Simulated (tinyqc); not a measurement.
From wire to sheet: nanosheet or nanowire with hard walls, valleys of the Si type.

Six ellipsoidal valleys along the cube axes: inverse mass tensor w = 1/mt + (1/ml - 1/mt) a a^T with a the unit axis. Device axes: x along the channel, z = [001], y = z x x.

Hard walls around a W x H rectangle. The block w_c of w in (y, z) confines; the transport mass follows from 1/m_x = w_xx - w_xc w_c^-1 w_cx. The cross-section problem c (w_yy ky^2 + 2 w_yz ky kz + w_zz kz^2), c = hbar^2/2m0, is solved in products sin(n pi y/W) sin(l pi z/H), n, l = 1 to 12; if w_yz = 0 the levels are c pi^2 (w_yy n^2/W^2 + w_zz l^2/H^2). The w_yz term couples (n, l) to (n', l') by -2 c w_yz D_nn'(W) D_ll'(H) with D_nm(L) = 4 n m/(L (n^2 - m^2)) for n + m odd and 0 otherwise.

Without degeneracy the line density is N1 exp((EF - Ec)/kB T) with N1 = sum 2 g sqrt(m_x kB T/(4 pi c)) exp(-E/kB T), here over n, l up to 80 where w_yz = 0 and over all levels of a 12 x 12 sine basis otherwise; the classical value is W H Nc with Nc = 2 g_all (m_dos kB T/(4 pi c))^(3/2), m_dos = (ml mt^2)^(1/3); dVt = kB T ln(W H Nc/N1).

Constants: hbar^2/2m0 = 3.80998211 eV angstrom^2; kB = 8.617333262e-05 eV/K.

Parameters, chosen for this exercise (near those of Si; shifted at random, so the results belong to these values and not to a real crystal):
```
symbol   value                            unit      meaning
ml       0.908                            m0        longitudinal mass
mt       0.19                             m0        transverse mass
T        300                              K         temperature
g_all    6                                          number of valleys
channel  100                                        transport direction x on a (001) wafer
H        56                               angstrom  height, along z = [001]
Ws       (30, 40, 60, 90, 140, 220, 350)  angstrom  widths
```

Valleys:
```
group  valleys g     w_yy     w_zz   |w_yz|  m_x (m0)
A              2  5.26316  1.10132  0.00000   0.19000
B              2  1.10132  5.26316  0.00000   0.19000
C              2  5.26316  5.26316  0.00000   0.90800
```

Lowest level of each group (groups ordered by w_zz, then w_yy) and dVt against the width.

Results:
```
W (angstrom)  A1 (eV)  B1 (eV)  C1 (eV)  dVt (mV)
30             0.2331   0.1091   0.2830     111.8
40             0.1369   0.0890   0.1868      92.9
60             0.0682   0.0746   0.1181      64.9
90             0.0376   0.0682   0.0875      48.8
140            0.0233   0.0652   0.0732      41.0
220            0.0173   0.0640   0.0672      36.9
350            0.0148   0.0634   0.0647      34.6
```

dVt falls from 112 to 35 mV. The lowest group changes from B to A between W = 40 and 60 angstrom (H = 56). At the widest W the lowest level is 0.0148 eV; the film limit c pi^2 w_zz/H^2 of that group is 0.0132 eV.

Computed by tinyqc, a small Python program: `OMP_NUM_THREADS=1 python tinyqc.py 1281617 1281618 out.jsonl` (the numbers bound the seed that draws the inputs); one thread of a shared host (Intel(R) Xeon(R) Processor @ 2.30GHz), about 0.02 s for the whole set of steps.
